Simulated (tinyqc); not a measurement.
Where the concentration falls to given levels: concentration-dependent dopant diffusion with charged defects and the built-in field. Computed by tinyqc, a small Python program. Command: `OMP_NUM_THREADS=1 python tinyqc.py 3020426 3020427 out.jsonl extrinsic walk`. One thread of a shared host (Intel(R) Xeon(R) Processor @ 2.30GHz), about 0.1 s of CPU time with the checks.

A constant source C_s feeds a half space. The dopant moves through neutral point defects and through charged ones, whose number grows with the majority carrier density n.

Inputs (values chosen for the exercise, modelled on phosphorus in silicon): neutral prefactor D0x = 4.31 cm^2/s; neutral activation energy E0 = 3.67 eV; singly charged prefactor D01 = 4.05 cm^2/s; activation energy E1 = 4.01 eV; doubly charged prefactor D02 = 50.6 cm^2/s; activation energy E2 = 4.37 eV; surface concentration C_s = 2.7e+20 1/cm^3; temperature T = 875 C; time t = 65 s.

Field enhancement: on.

Constants: k_B = 8.617333262e-05 eV/K.

Method:
- n_i = 3.87e16 T^1.5 exp(-7014/T) per cm^3 (T in kelvin, an empirical form); each D = prefactor x exp(-E/(k_B T)); the intrinsic diffusivity D_i is their sum.
- Temperatures in kelvin are T(C) + 273.15.
- n = C/2 + sqrt(C^2/4 + n_i^2); D(C) = h [Dx + D1 (n/n_i) + D2 (n/n_i)^2], h = 1 + C/sqrt(C^2 + 4 n_i^2).
- With y = x/sqrt(D_s t), u = C/C_s and q = -(D/D_s) du/dy: du/dy = -q D_s/D, dq/dy = -(y/2) q D_s/D, u(0) = 1. The surface flux q(0) is shot so that u tends to 0 (LSODA, an adaptive multistep solver, relative tolerance 1e-10). Dose Q = 2 q(0) C_s sqrt(D_s t).
- For comparison, erfc profiles with a constant D: x = 2 sqrt(D t) erfc^-1(C/C_s), with D = D_i and D = D_s.

partial diffusivities (cm^2/s): Dx 3.35040e-16, D1 1.01310e-17, D2 3.32763e-18

n_i = 3.34674e+18 1/cm^3

surface diffusivity D_s = 4.56273e-14 cm^2/s

intrinsic diffusivity D_i = 3.48498e-16 cm^2/s

Depth (nm):
```
C/C_s       D/D_s    full  erfc with D_i  erfc with D_s
8.00e-01  0.65107   7.503         0.5392          6.170
5.00e-01  0.27007  14.706         1.4356         16.427
2.00e-01  0.05992  18.637         2.7278         31.212
1.00e-01  0.02769  19.478         3.5011         40.060
3.00e-02  0.01509  20.175         4.6190         52.852
1.00e-02  0.01076  20.576         5.4826         62.734
1.00e-03  0.00796  21.152         7.0039         80.140
1.00e-04  0.00767  21.643         8.2811         94.754
```

The depth between C/C_s = 0.1 and 1e-4 spans 2.16 nm in the full profile, against 4.78 nm for D_i and 54.7 nm for D_s; the ratio of the depths at 1e-4 and at 0.5 is 1.47, against 5.77 for any erfc. The profile is box-like: fast diffusion in the heavily doped part feeds a front that moves slowly where D drops to D_i. Caution: at such a C_s dopants can cluster or exceed their solubility, which the model leaves out.
